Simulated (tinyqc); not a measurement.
Single-domain magnet: Stoner-Wohlfarth switching, Neel-Arrhenius retention, LLG dynamics and spin torque: one step, computed by the program tinyqc. Command: `OMP_NUM_THREADS=1 python tinyqc.py 3012069 3012070 out.jsonl macro walk`. One thread of a shared host (Intel(R) Xeon(R) Processor @ 2.30GHz), about 0.02 s of CPU time with the checks.

The moment is uniform, with unit vector m; z is the easy axis. mu_0 = 1.25663706212e-6 T m/A, gamma = 1.76085963023e11 rad/(s T).

Question. Effective anisotropy. The disc is treated as an oblate spheroid with p = t/d: N_z = [1 - p arccos(p)/sqrt(1 - p^2)]/(1 - p^2); V = pi d^2 t/4; K_eff = K_u + K_i/t + K_shape, K_shape = -(mu_0 M_s^2/4)(3 N_z - 1); mu_0 H_K = 2 K_eff/M_s.

Inputs (values chosen for the exercise, for a model magnet): saturation magnetisation M_s = 937 kA/m; diameter d = 27 nm; thickness t = 2 nm; interface anisotropy K_i = 1.33 mJ/m^2; bulk anisotropy K_u = 0 kJ/m^3.

Shape: thin disc, easy axis normal to it.

Give: demagnetising factor N_z; volume V; K_shape; K_eff; anisotropy field mu_0 H_K.

Answer.

demagnetising factor N_z = 0.89374

volume V = 1145.1 nm^3

K_shape = -463.71 kJ/m^3

K_eff = 201.29 kJ/m^3

anisotropy field mu_0 H_K = 0.42964 T

Shape works against the easy axis and takes 70 % of the other terms. Caution: a flat cylinder has a smaller N_z than the spheroid of the same t/d, so K_eff of a real disc is larger.
